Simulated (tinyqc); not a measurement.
What moves the magnetoresistance: exchange-split free-electron bands and tunnelling magnetoresistance.

Majority and minority bands E = c k^2/m -/+ Dx/2, c = hbar^2/2m0, so k_up = sqrt(m (EF + Dx/2)/c), k_dn = sqrt(m (EF - Dx/2)/c); n_s = k_s^3/(6 pi^2), D_s = m k_s/(4 pi^2 c).

Barrier: kappa = sqrt(mb phi/c), c = hbar^2/2m0. With a = k1/m, b = k2/m, w = kappa/mb, the transmission at normal incidence is T(k1, k2) = 4 a b w^2/[w^2 (a + b)^2 + (w^2 + a^2)(w^2 + b^2) sinh^2(kappa d)]. Parallel: G_P = T(up, up) + T(dn, dn); antiparallel: G_AP = 2 T(up, dn); TMR = (G_P - G_AP)/G_AP. Julliere: TMR = 2 P^2/(1 - P^2). Slonczewski factor: P_eff = P_k (w^2 - a_up a_dn)/(w^2 + a_up a_dn), P_k = (k_up - k_dn)/(k_up + k_dn).

Constants: hbar^2/2m0 = 3.80998211 eV angstrom^2.

Values chosen for the exercise:
- EF = 5.82 eV (Fermi energy above the mean band bottom)
- Dx = 6.37 eV (exchange splitting)
- m = 1.22 m0 (mass in the electrodes)
- phi = 2.19 eV (barrier height above EF)
- mb = 0.58 m0 (mass in the barrier)
- d = 10.4 angstrom (barrier thickness)

All results formed anew.

One parameter was then changed.

Results before and after:

| case | P_k | P_eff | TMR (%) | G_P |
|---|---|---|---|---|
| base | 0.2979 | -0.0083 | 0.01 | 4.43e-05 |
| changed | 0.2979 | 0.0307 | 0.19 | 8.17e-06 |

Which of these changes was made? (a) d = 12.4 angstrom; (b) phi = 2.847 eV; (c) Dx = 6.689 eV; (d) m = 1.464 m0; (e) mb = 0.464 m0; (f) EF = 6.402 eV.

Answer: (b) phi = 2.847 eV. Of the candidates, run in turn, only this one gives the changed row.

All candidates:

| case | P_k | P_eff | TMR (%) | G_P |
|---|---|---|---|---|
| base | 0.2979 | -0.0083 | 0.01 | 4.43e-05 |
| Dx = 6.689 eV | 0.3160 | -0.0053 | 0.01 | 4.38e-05 |
| EF = 6.402 eV | 0.2664 | -0.0248 | 0.12 | 4.49e-05 |
| phi = 2.847 eV | 0.2979 | 0.0307 | 0.19 | 8.17e-06 |
| mb = 0.464 m0 | 0.2979 | 0.0249 | 0.12 | 0.000157 |
| d = 12.4 angstrom | 0.2979 | -0.0083 | 0.01 | 4.40e-06 |
| m = 1.464 m0 | 0.2979 | 0.0188 | 0.07 | 4.42e-05 |

Program tinyqc; command `OMP_NUM_THREADS=1 python tinyqc.py 1680328 1680329 out.jsonl`; about 0.01 s on one thread of a shared Intel(R) Xeon(R) Processor @ 2.30GHz.
